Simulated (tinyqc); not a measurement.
Gamma, L and X subbands of a thin body with non-parabolic valleys: sweeps and comparisons. A value that a table varies takes the place of the one given here.

Hard walls, flat band, c = hbar^2/2m0, energies from the bulk Gamma edge. For a valley at angle theta to the normal 1/m_z = cos^2/ml + sin^2/mt and m_d = sqrt(ml mt^2/m_z). Subband n starts at E_v + e with e (1 + a e) = c (n pi/t)^2/m_z, and its density-of-states mass is taken as m_d (1 + 2 a e), without further growth at higher in-plane energy. Groups are named by valley and degeneracy.

n_i = g m/(2 pi c) kB T ln(1 + exp((EF - E_i)/kB T)), sum n_i = Ns (1e12/cm^2 = 1e-4/angstrom^2), c = hbar^2/2m0. Quantum capacitance Cq = 1602.176634 sum g m/(2 pi c) f_i in microfarad/cm^2 with f_i = 1/(1 + exp((E_i - EF)/kB T)); Cox = 34.5313/eot (one gate); C/Cox = Cq/(Cq + Cox), the centroid term left out.

Constants: hbar^2/2m0 = 3.80998211 eV angstrom^2; kB = 8.617333262e-05 eV/K.

Values chosen for the exercise (near those of a thin InAs channel; the results hold for these values, not for the real material): face = 110 (surface); mG = 0.0259 m0 (Gamma mass); aG = 2.25 1/eV (Gamma non-parabolicity); EL = 0.701 eV (L edge above Gamma); mL = (0.649, 0.049) m0 (L valleys (four, along <111>): ml, mt); EX = 1.027 eV (X edge above Gamma); mX = (1.141, 0.156) m0 (X valleys (three, along <100>): ml, mt); aS = 0.38 1/eV (non-parabolicity of L and X); Ns = 2.1 x 1e12/cm^2 (sheet density); T = 300 K (temperature); eot = 9 angstrom (equivalent oxide thickness); ts = (18, 24, 30, 40, 55, 75, 110) angstrom (thicknesses); t = 84 angstrom (body thickness); Nl = (0.5, 1, 2, 4, 7, 11, 16) x 1e12/cm^2 (sheet densities).

## Thinning the body

Lowest edge of each valley type, the lowest group, the Gamma share and C/Cox, with n = 1 to 8 of all groups.

Results:

| t (angstrom) | Gamma (eV) | L (eV) | X (eV) | lowest | Gamma share (%) | C/Cox |
|---|---|---|---|---|---|---|
| 18 | 1.206 | 1.416 | 1.398 | G1 | 99.3 | 0.669 |
| 24 | 0.859 | 1.139 | 1.247 | G1 | 100.0 | 0.634 |
| 30 | 0.653 | 0.995 | 1.171 | G1 | 100.0 | 0.602 |
| 40 | 0.451 | 0.874 | 1.110 | G1 | 100.0 | 0.556 |
| 55 | 0.290 | 0.795 | 1.072 | G1 | 100.0 | 0.500 |
| 75 | 0.183 | 0.752 | 1.051 | G1 | 100.0 | 0.448 |
| 110 | 0.098 | 0.725 | 1.038 | G1 | 100.0 | 0.424 |

How do the results move?

From 110 down to 18 angstrom Gamma rises by 1.11 eV, L by 0.69 and X by 0.36 eV, the light Gamma mass moving most. G1 stays lowest throughout. The Gamma share stays near 99 %. C/Cox is 0.42 and 0.67 at the ends and lies between 0.42 and 0.67. Hard walls overstate the rise in the thinnest rows.

## Raising the sheet density

Fixed thickness, n = 1 to 8 of all groups; the gate overdrive above the lowest edge is (EF - E_lowest)/e + 0.1602177 Ns/Cox in volts.

Results:

| Ns (1e12/cm^2) | EF - lowest (eV) | Gamma share (%) | Cq | C/Cox | overdrive (V) |
|---|---|---|---|---|---|
| 0.5 | 0.016 | 100.0 | 1.91 | 0.333 | 0.037 |
| 1.0 | 0.051 | 100.0 | 2.58 | 0.402 | 0.093 |
| 2.0 | 0.109 | 100.0 | 2.90 | 0.430 | 0.193 |
| 4.0 | 0.214 | 100.0 | 3.46 | 0.474 | 0.381 |
| 7.0 | 0.308 | 100.0 | 7.03 | 0.647 | 0.600 |
| 11.0 | 0.391 | 100.0 | 7.93 | 0.674 | 0.851 |
| 16.0 | 0.490 | 99.6 | 8.79 | 0.696 | 1.158 |

How do the results move?

The lowest subband is G1 n=1. At the highest density band filling takes 0.490 V of the 1.158 V overdrive. Cq grows from 1.9 to 8.8 microfarad/cm^2 while EF moves from +0.016 to +0.490 eV against the lowest edge; the Gamma share stays near 100 %.

## What each parameter does

n = 1 to 8 of all groups. Each row changes one parameter from the base and keeps the others.

Results:

| case | lowest edge (eV) | EF (eV) | Gamma share (%) | C/Cox |
|---|---|---|---|---|
| base | 0.153 | 0.268 | 100.0 | 0.431 |
| t = 92 angstrom | 0.132 | 0.253 | 100.0 | 0.420 |
| mG = 0.0298 m0 | 0.137 | 0.241 | 100.0 | 0.454 |
| aG = 1.57 1/eV | 0.164 | 0.292 | 100.0 | 0.405 |
| EL = 0.751 eV | 0.153 | 0.268 | 100.0 | 0.431 |
| Ns = 3.15 x 1e12/cm^2 | 0.153 | 0.324 | 100.0 | 0.442 |
| eot = 7 angstrom | 0.153 | 0.268 | 100.0 | 0.371 |
| T = 250 K | 0.153 | 0.268 | 100.0 | 0.432 |

What can be read from the table?

The largest shifts from the base row, up to three for each result and ties (the steps differ in size, so this ranks the rows, not the parameters). lowest edge (eV): t -0.021, mG -0.016, aG +0.011; unchanged at the printed digits by EL, Ns, eot and T. EF (eV): Ns +0.057, mG -0.027, aG +0.024; unchanged at the printed digits by EL, eot and T. Gamma share (%): unchanged at the printed digits by t, mG, aG, EL, Ns, eot and T. C/Cox: eot -0.060, aG -0.026, mG +0.023; unchanged at the printed digits by EL.

(tinyqc, `OMP_NUM_THREADS=1 python tinyqc.py 1251823 1251824 out.jsonl`, Intel(R) Xeon(R) Processor @ 2.30GHz, 1 thread, shared host, about 0.03 s.)
